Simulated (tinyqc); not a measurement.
Bias-temperature instability, empirical power law with universal recovery: one step of the calculation.

Threshold-voltage shift at the end of a stress: dV = A (V/V0)^g exp[-(Ea q/kB)(1/T - 1/T0)] (t/1 s)^n. After a delay tr the permanent share pp stays and the rest falls by r = 1/(1 + B (tr/t)^be). An empirical model: its parameters are fits, not properties.

Task. What a delayed measurement sees. At V0 and T0, measured shift = dV [pp + (1 - pp) r]; the apparent exponent is the slope of ln(shift) against ln t between the first and last point.

Inputs (values chosen for the exercise): reference stress voltage V0 = 1.5 V; reference temperature T0 = 373 K; shift after 1 s at V0 and T0 A = 23 mV; time exponent n = 0.18; voltage exponent g = 6.1; apparent activation energy of the shift Ea = 0.12 eV; permanent share pp = 0.33; recovery scale B = 3.1; recovery dispersion be = 0.19; delay before the measurement tr = 10 s.

Constants: q = 1.602176634e-19 C, kB = 1.380649e-23 J/K. Results are converted to the units shown.

t, point 0 to 2 (s): 100  1000  10000

Give: dV; share left; measured; apparent n.

Result.

```
point  dV (mV)  share left  measured (mV)
0        52.69      0.5532          29.15
1        79.75      0.6223          49.63
2        120.7      0.6952          83.92
```

apparent n = 0.2296

The delay hides 30.5 % of the last shift and raises the exponent from 0.18 to 0.230, since short stresses recover by a larger share.

Numbers from tinyqc (`OMP_NUM_THREADS=1 python tinyqc.py 2070094 2070095 out.jsonl`; about 0.01 s on one thread of a shared Intel Xeon 2.30GHz).
